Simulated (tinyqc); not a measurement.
# Quantum point contact as a saddle point: differential conductance at finite bias

Potential V0 - m wx^2 x^2/2 + m wy^2 y^2/2; energies are counted from V0. Mode n = 0, 1, ... transmits T_n(E) = 1/(1 + exp(-2 pi (E - E_n)/wx)), E_n = wy (n + 1/2); each mode carries 2 q^2/h.

g(T) = int g(E) (-df/dE) dE = int g(mu + x kB T) dx/(4 cosh^2(x/2)), g(E) the zero-temperature value at E, g = G/(2 q^2/h). With the bias V split evenly and the saddle held fixed, dI/dV = [g(mu + V/2) + g(mu - V/2)]/2, each thermally averaged.

Inputs (values chosen for the exercise):
```
symbol,value,unit,meaning
T,1,K,temperature
wy,4,meV,transverse quantum hbar wy
wx,1.4,meV,curvature of the barrier hbar wx
mu,14.06,meV,Fermi level above the saddle point
```

Constants: q = 1.602176634e-19 C, kB = 1.380649e-23 J/K, Vt = kB T/q. Results are converted to the units shown.

Differential conductance at finite bias:
```
V (mV)  g(mu + V/2)  g(mu - V/2)  dI/dV
0             3.561        3.561  3.561
0.8           3.869        3.199  3.534
1.6           3.974        3.043  3.509
2.4           3.996        3.008  3.502
3.2           3.999        3.001  3.500
4             4.000        3.000  3.500
4.8           4.001        2.999  3.500
5.6           4.008        2.996  3.502
6.4           4.043        2.974  3.509
7.2           4.199        2.869  3.534
8             4.561        2.561  3.561
8.8           4.869        2.199  3.534
```

What does the comparison show?

dI/dV moves up and down between 3.50 and 3.56 in units of 2 q^2/h. Right-movers gain modes (3.56 to 4.87) while left-movers lose them (3.56 to 2.20). At V = 1.6 mV both lie near whole numbers that differ by an odd count, so the mean sits near a half-integer plateau.

tinyqc, about 0.04 s, one thread, Intel Xeon 2.30GHz (shared host): `OMP_NUM_THREADS=1 python tinyqc.py 2740017 2740018 out.jsonl`
